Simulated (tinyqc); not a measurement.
From results back to parameters: thresholds of impact ionisation and Auger recombination from band masses. Five cases, with inputs chosen for the exercise.

Problem. For parabolic bands the thresholds of impact ionisation are Eg (1 + 2 mu)/(1 + mu) for electrons and Eg (2 + mu)/(1 + mu) for heavy holes, mu = me/mh. Both are given.

Find: Eg; mu.

Method. The sum is 3 Eg; mu = (E_e - Eg)/(2 Eg - E_e).

Case 1.

thresholds for electrons and holes (eV): 1.539947  2.636053

Solution.

Eg = 1.392 eV
mu = 0.1189

Case 2.

thresholds for electrons and holes (eV): 0.246327  0.470673

Solution.

Eg = 0.239 eV
mu = 0.0316

Case 3.

thresholds for electrons and holes (eV): 0.436067  0.793933

Solution.

Eg = 0.410 eV
mu = 0.0679

Case 4.

thresholds for electrons and holes (eV): 1.804805  2.896195

Solution.

Eg = 1.567 eV
mu = 0.1789

Case 5.

thresholds for electrons and holes (eV): 1.787322  2.973678

Solution.

Eg = 1.587 eV
mu = 0.1445

Computed by tinyqc, one run a case: `OMP_NUM_THREADS=1 python tinyqc.py N N+1 out.jsonl` with N = 1851155, 1851185, 1851199, 1851213, 1851224; one thread of a shared Intel(R) Xeon(R) Processor @ 2.30GHz, about 0.01 s a run at most.
